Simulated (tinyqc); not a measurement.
Where in the gap a trap does harm: carrier lifetime from Shockley-Read-Hall, radiative, Auger and surface recombination. Computed by tinyqc, a small Python program. Command: `OMP_NUM_THREADS=1 python tinyqc.py 3014599 3014600 out.jsonl lifetime walk`. One thread of a shared host (Intel(R) Xeon(R) Processor @ 2.30GHz), about 0.02 s of CPU time with the checks.

Energies are counted from the top of the valence band. Boltzmann statistics, full ionisation, and equal excess densities of electrons and holes.

Inputs (values chosen for the exercise, with bands modelled on ZnO):
```
quantity                          value   unit
gap E_g                             3.4     eV
electron mass m_e                 0.273    m_0
valleys M_c                           1      -
hole mass m_h                       0.8    m_0
temperature T                       350      K
doping N                        6.4e+16  cm^-3
trap level E_t                      1.8     eV
trap density N_t                1.2e+12  cm^-3
electron cross-section sigma_n  3.9e-16   cm^2
hole cross-section sigma_p      2.1e-14   cm^2
```

Doping: n-type. Surface term: two equal surfaces.

Constants: m_0 = 9.1093837015e-31 kg; k_B = 1.380649e-23 J/K; h = 6.62607015e-34 J s; k_B = 8.617333262e-05 eV/K.

Method:
- N_c = 2 M_c (2 pi m_e k_B T/h^2)^(3/2) and N_v = 2 (2 pi m_h k_B T/h^2)^(3/2), masses in units of m_0.
- n_i = sqrt(N_c N_v) exp(-E_g/2 k_B T); majority density N/2 + sqrt(N^2/4 + n_i^2), minority density n_i^2 over it.
- v = sqrt(3 k_B T/m) with m_e or m_h; tau_n0 = 1/(sigma_n v_n N_t), tau_p0 = 1/(sigma_p v_p N_t); n1 = N_c exp(-(E_g - E_t)/k_B T), p1 = N_v exp(-E_t/k_B T).
- Low injection: tau = [tau_p0 (n_0 + n1) + tau_n0 (p_0 + p1)]/(n_0 + p_0). Depleted region (n = p = 0): generation lifetime tau_g = (tau_p0 n1 + tau_n0 p1)/n_i. n1 = N_c exp(-(E_g - E_t)/k_B T), p1 = N_v exp(-E_t/k_B T).

tau_p0 = 2.81354e-06 s

n_0 = 6.40e+16 cm^-3

N_c = 4.51062e+18 cm^-3

tau_n0 = 8.85001e-05 s

p_0 = 1.75727e-28 cm^-3

N_v = 2.26270e+19 cm^-3

n_i = 3.35358e-06 cm^-3

The same trap at other energies:
```
E_t (eV)  SRH lifetime (s)  generation lifetime (s)
0.204           3.8948e-05               6.8959e+17
0.510           2.8150e-06               2.7064e+13
0.850           2.8135e-06               3.4403e+08
1.190           2.8135e-06               4.3734e+03
1.530           2.8135e-06               5.5594e-02
1.700           2.8135e-06               1.9947e-04
1.870           2.8135e-06               3.5304e-04
2.210           2.8135e-06               2.7716e+01
2.550           2.8135e-06               2.1803e+06
2.890           2.8135e-06               1.7152e+11
3.196           3.0425e-06               4.3703e+15
```

The SRH lifetime (other channels left aside) stays within 10 % of its least value, among these rows, from E_t = 0.51 to 3.196 eV. The generation lifetime has a sharp minimum, among these rows at 1.7 eV and exactly at 1.776 eV, where tau_p0 n1 = tau_n0 p1, since generation needs two thermal jumps and the larger one rules.

Extremes, crossings and ranges named in words are read from the listed rows.
